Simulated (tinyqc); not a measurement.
Haynes-Shockley experiment: drift, diffusion and decay of a minority-carrier pulse: one step, computed by the program tinyqc. Command: `OMP_NUM_THREADS=1 python tinyqc.py 3112679 3112680 out.jsonl haynes walk`. One thread of a shared host (Intel(R) Xeon(R) Processor @ 2.30GHz), about 0.01 s of CPU time with the checks.

A thin sheet of excess carriers is made at x = 0, t = 0 in a long uniform bar; injection is low, so the pulse moves with the minority mobility.

Problem. Two distances. dn(x, t) = N0/sqrt(4 pi D t) exp(-(x - v t)^2/(4 D t) - t/tau). At fixed x the signal peaks where d ln(dn)/dt = 0: a t^2 + t/2 - x^2/(4 D) = 0 with a = v^2/(4 D) + 1/tau. Differences remove part of the bias: mu = (d2 - d)/(F (t_p2 - t_p)). The time-integrated signal is A(x) = (N0/u) exp(x (v - u)/(2 D)), u = sqrt(v^2 + 4 D/tau); the simple lifetime is tau = (t_p2 - t_p)/ln(A(d)/A(d2)).

Inputs (values chosen for the exercise, modelled on electrons in p-type silicon in a lightly doped bar): lifetime tau = 50 microsecond; temperature T = 300 K; field F = 2.9 V/cm; distance d to the collector = 0.94 cm; second distance d2 = 1.6 cm.

drift velocity v = 3857 cm/s

D = 34.38316 cm^2/s

time of the peak t_p = 221.9493 microsecond

Give: t_p2; mobility from two distances; area ratio A(d)/A(d2); lifetime from areas.

Solution.

t_p2 = 379.1 microsecond

mobility from two distances = 1448 cm^2/(V s)

area ratio A(d)/A(d2) = 26.50

lifetime from areas = 47.97 microsecond
